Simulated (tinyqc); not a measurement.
Relaxation at fixed composition: composition and strain of an epitaxial Si(1-x)Ge(x) layer from Raman and X-ray peaks. Computed by tinyqc, a small Python program. Command: `OMP_NUM_THREADS=1 python tinyqc.py 3015167 3015168 out.jsonl epiraman walk`. One thread of a shared host (Intel(R) Xeon(R) Processor @ 2.30GHz), about 0.01 s of CPU time with the checks.

A (001) layer, biaxially strained in the plane. The Raman peaks follow empirical lines omega = w0 + c1 x + c3 x^3 + b eps (c3 for Si-Ge alone), with eps the in-plane strain.

Inputs (values chosen for the exercise, modelled on silicon-germanium):

| quantity | value | unit |
|---|---|---|
| Ge fraction x | 0.87 | - |
| Ge fraction y of the buffer | 0.95 | - |
| lattice constant of Si | 5.431 | angstrom |
| lattice constant of Ge | 5.658 | angstrom |
| bowing B | 0.027 | angstrom |
| 2 C12/C11 of Si | 0.779 | - |
| 2 C12/C11 of Ge | 0.751 | - |
| Si-Si: w0 | 520.7 | 1/cm |
| Si-Si: c1 | -69.2 | 1/cm |
| Si-Si: strain coefficient b | -778 | 1/cm |
| Ge-Ge: w0 | 280.6 | 1/cm |
| Ge-Ge: c1 | 18.6 | 1/cm |
| Ge-Ge: strain coefficient b | -479 | 1/cm |
| X-ray wavelength | 1.540598 | angstrom |

Substrate: relaxed alloy buffer.

Method:
- Relaxed lattice constant a(x) = a_Si + (a_Ge - a_Si) x - B x (1 - x).
- In-plane constant a_par = a_sub + R (a(x) - a_sub); eps = a_par/a(x) - 1; eps_perp = -(2 C12/C11) eps with 2 C12/C11 linear in x; a_perp = a(x) (1 + eps_perp). The buffer has a_sub = a(y).
- (004) Bragg angle theta = arcsin(2 lambda/a), with a = a_perp for the layer and a_sub for the substrate; separation = layer less substrate. The apparent x is the one that a fully strained layer (R = 0) would need to give the same a_perp.

Signatures:

| R | eps (per mille) | Si-Si (1/cm) | Ge-Ge (1/cm) | a_perp (angstrom) | (004) separation (arcsec) | apparent x if R = 0 is assumed |
|---|---|---|---|---|---|---|
| 0.00 | 3.5430 | 457.74 | 295.08 | 5.6104 | 838.60 | 0.87000 |
| 0.15 | 3.0116 | 458.15 | 295.34 | 5.6127 | 784.12 | 0.87520 |
| 0.30 | 2.4801 | 458.57 | 295.59 | 5.6149 | 729.69 | 0.88039 |
| 0.50 | 1.7715 | 459.12 | 295.93 | 5.6179 | 657.19 | 0.88730 |
| 0.70 | 1.0629 | 459.67 | 296.27 | 5.6209 | 584.80 | 0.89421 |
| 0.85 | 0.5315 | 460.08 | 296.53 | 5.6232 | 530.56 | 0.89938 |
| 1.00 | 0.0000 | 460.50 | 296.78 | 5.6254 | 476.38 | 0.90455 |

Full relaxation moves the Si-Si peak by +2.76 per cm and shrinks the X-ray separation to 57 % of its strained value, about 1/(1 + 2 C12/C11). A symmetric reflection alone cannot part x from R: a relaxed layer read as strained gives x = 0.905 in place of 0.87. An asymmetric reflection or a second peak is needed.

Extremes, crossings and ranges named in words are read from the listed rows.
